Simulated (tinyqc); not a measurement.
Worked calculation: six-band hole subbands of a thin body in a field. Values are carried at full precision from step to step, so a last printed digit may differ when a step is redone from the rounded ones.

Constants: hbar^2/2m0 = 3.80998211 eV angstrom^2.

Inputs chosen for the exercise (near those of a p-type Si channel; the results hold for these values, not for the real material):
- S = (7.57, -2.17, 12.64) 1/TPa (compliances s11, s12, s44)
- sx = -1 GPa (stress along the channel [1-10], negative in compression)
- b = -2.06 eV (tetragonal potential)
- d = -4.89 eV (trigonal potential)
- g1 = 4.28 (Luttinger gamma1)
- g2 = 0.34 (gamma2)
- g3 = 1.45 (gamma3)
- face = 110 (surface)
- Dso = 0.044 eV (spin-orbit splitting)
- t = 80 angstrom (body thickness)
- F = 0.5 MV/cm (field across the body)
- kmax = 0.06 1/angstrom (end of the path)

## Strain and its block

exx = eyy = (s11 + s12) sx/2, ezz = s12 sx, exy = -s44 sx/4 (1 GPa/TPa = 1e-3). With e0 the traceless part, B_XX = 2b e0xx - b (e0yy + e0zz) and B_XY = sqrt(3) d exy.

strain, lower triangle:
```
           x          y         z
x  -0.002700
y   0.003160  -0.002700
z          0          0  0.002170
```

B (eV), lower triangle:
```
          X        Y         Z
X   0.01003
Y  -0.02676  0.01003
Z         0        0  -0.02006
```

## Confinement masses without spin-orbit coupling

C(n n^T)/c has C_XX = (g1 + 4 g2) nx^2 + (g1 - 2 g2)(ny^2 + nz^2) and C_XY = 6 g3 nx ny, n the unit normal; its eigenvalues are the inverse masses along n.

C(n n^T)/c, lower triangle:
```
        X       Y       Z
X  4.6200
Y  4.3500  4.6200
Z       0       0  3.6000
```

masses (m0): 3.7037  0.2778  0.1115

The heaviest mass, 3.70, comes from a near cancellation among the gammas, so a few per cent in them move it strongly.

## The matrix for one sine at q = 0

Basis X, Y, Z times spin, hole energies counted downwards from the unstrained edge (the hydrostatic shift is left out), c = hbar^2/2m0. For a symmetric tensor T let C(T) have C_XX = L Txx + M (Tyy + Tzz), C_XY = N Txy (cyclic), L = c (g1 + 4 g2), M = c (g1 - 2 g2), N = 6 c g3. k = q + kz n, n the unit normal, q = k1 u + k2 v with u along the channel [1-10] and v = n x u. H = C(k k^T) + (Dso/3)(1 - L.sigma) - B + e F z with (L_k)_ij = -i epsilon_kij; B is the block C built from the traceless strain with 2b, -b and sqrt(3) d in place of L, M, N. Strain: exx = eyy = (s11 + s12) sx/2, ezz = s12 sx, exy = -s44 sx/4. Hard walls at z = 0 and t; basis sin(j pi z/t), j = 1 to Nz: kz^2 = (j pi/t)^2, kz = -i D with D_jl = 4 j l/(t (j^2 - l^2)), z_jj = t/2 and z_jl = -8 t j l/(pi (j^2 - l^2))^2 for j + l odd; 1 MV/cm = 0.01 eV/angstrom.

Nz = 1, in meV.

H (meV), lower triangle (Hermitian):
```
              X+       Y+      Z+            X-      Y-      Z-
X+        231.78
Y+  52.32-14.67i   231.78
Z+             0        0  255.88
X-             0        0   14.67        231.78
Y-             0        0  14.67i  52.32+14.67i  231.78
Z-        -14.67  -14.67i       0             0       0  255.88
```

## Its levels

Diagonalise; the levels come in pairs. Give each pair and its weights on X, Y, Z, summed over spin and averaged over the pair.

levels (meV): 175.43  250.39  293.63

weights:
```
   pair 1  pair 2  pair 3
X   0.487   0.098   0.415
Y   0.487   0.098   0.415
Z   0.025   0.804   0.171
```

## More sines

The four lowest pairs at q = 0.

Hole energies (meV):

| Nz | pair 1 | pair 2 | pair 3 | pair 4 |
|---|---|---|---|---|
| 1 | 175.43 | 250.39 | 293.63 | - |
| 2 | 106.71 | 205.82 | 248.84 | 264.67 |
| 4 | 61.39 | 145.37 | 196.42 | 229.03 |
| 8 | 46.23 | 100.11 | 147.79 | 193.10 |
| 16 | 45.58 | 97.16 | 139.53 | 176.88 |

One sine is 129.85 meV off in the top subband, since the field mixes the sines. The second pair lies 51.6 meV deeper.

## Dispersion of the top subband

Nz = 14; the two lowest levels (spin-split where the field breaks inversion), in meV from their value at q = 0.

Energies (meV):

| \|q\| (1/angstrom) | u a | u b | v a | v b |
|---|---|---|---|---|
| 0.015 | 7.16 | 7.82 | 3.06 | 3.10 |
| 0.030 | 29.16 | 30.61 | 12.28 | 12.37 |
| 0.045 | 65.64 | 68.22 | 27.65 | 27.81 |
| 0.060 | 115.29 | 119.87 | 49.16 | 49.40 |

From the mean of each pair in the first row, c q^2/E gives 0.11 m0 along u and 0.28 m0 along v. The largest distance between a and b in the table is 4.58 meV.

## Checks

- Top level at q = 0 on (001) without field and stress against c (g1 - 2 g2)(pi/t)^2, eV: both 0.02115.
- Hermiticity, and E(q) against E(-q): they agree to 1e-10 or better.

Run: tinyqc, `OMP_NUM_THREADS=1 python tinyqc.py 1280935 1280936 out.jsonl`; Intel(R) Xeon(R) Processor @ 2.30GHz, one thread, shared host; about 0.3 s of CPU time with all checks.
